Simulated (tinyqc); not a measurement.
## Free and trapped electrons in a MOS channel with a dense trap tail: effect of the density of the tail at the conduction edge

p-type body, charge-sheet picture, full ionisation (an idealisation for deep acceptors), Boltzmann statistics for free electrons. e = Ec - EF at the surface. Acceptor-like traps of density D(E) = D0 + De exp(-E/Ew) at depth E below Ec, from 0 to Eu, hold n_t = integral of D(E)/(1 + exp((e - E)/Vt)). psi = Eg - Vt ln(Nv/Na) - e; N_dep = sqrt(2 eps0 eps_r Na (psi - Vt)/q); n_f = sqrt(N_dep^2 + 2 eps0 eps_r Vt Nc exp(-e/Vt)/q) - N_dep; Vg = Vfb + psi + q (N_dep + n_t + n_f)/Cox, Cox = eps0 eox/tox.

VT is the Vg for n_f = 1e11 cm^-2; swing ln 10 n_f/(dn_f/dVg) at n_f = 1e8 cm^-2; the last three columns are for Vg = VT + 6 V, with free share n_f/(n_f + n_t) and field-effect mobility mf q (dn_f/dVg)/Cox; there EF is near the band edge, where Boltzmann statistics are rough.

Parameters, values chosen for the exercise; band and dielectric values close to those of 4H silicon carbide:
- T = 300 K (temperature)
- Eg = 3.24 eV (band gap)
- eps_r = 9.56 (relative permittivity)
- Nc = 1.68e19 cm^-3 (conduction-band density of states at T)
- Nv = 2.51e19 cm^-3 (valence-band density of states at T)
- eox = 3.9 (relative permittivity of the insulator)
- tox = 75 nm (insulator thickness)
- Na = 5.6e15 cm^-3 (acceptor density)
- Vfb = -1.98 V (flat-band voltage without trapped charge)
- D0 = 3.1e10 cm^-2 eV^-1 (constant background density of acceptor-like traps)
- Ew = 0.13 eV (decay energy of the tail)
- Eu = 0.55 eV (depth below Ec down to which the traps reach)
- mf = 110 cm^2/(V s) (mobility of free electrons)

Constants: q = 1.602176634e-19 C, kB = 1.380649e-23 J/K, Vt = kB T/q, eps0 = 8.8541878128e-14 F/cm where lengths are in cm. Results are converted to the units shown.

Effect of the density of the tail at the conduction edge:
columns A: De (cm^-2 eV^-1); B: e at VT (eV); C: VT (V); D: q n_t/Cox at VT (V); E: swing (mV/decade); F: n_f (cm^-2); G: free share (%); H: field-effect mobility (cm^2/(V s))
```
A          B      C       D      E         F      G      H
1e12  0.1009  2.992  0.2620  107.6  1.734e12  93.03  107.9
2e12  0.1009  3.206  0.4756  132.8  1.683e12  87.42  106.8
5e12  0.1009  3.847   1.116  208.3  1.538e12  72.87  102.8
1e13  0.1009  4.915   2.185  334.1  1.320e12  54.54  94.92
2e13  0.1009  7.051   4.321  585.7  9.765e11  32.14  76.28
4e13  0.1009  11.32   8.593   1089  5.895e11  13.79  45.29
9e13  0.1009  22.00   19.27   2347  2.949e11  4.012  16.86
2e14  0.1009  45.50   42.77   5115  1.762e11  1.249  5.848
```

As De goes from 1e12 to 2e14, VT rises from 2.99 to 45.5 V, its part due to traps rises from 0.262 to 42.8 V, the swing rises from 108 to 5120 mV/decade and the field-effect mobility falls from 108 to 5.85 cm^2/(V s).

Program tinyqc, `OMP_NUM_THREADS=1 python tinyqc.py 2222022 2222023 out.jsonl`; Intel Xeon 2.30GHz, shared host, one thread, about 0.02 s.
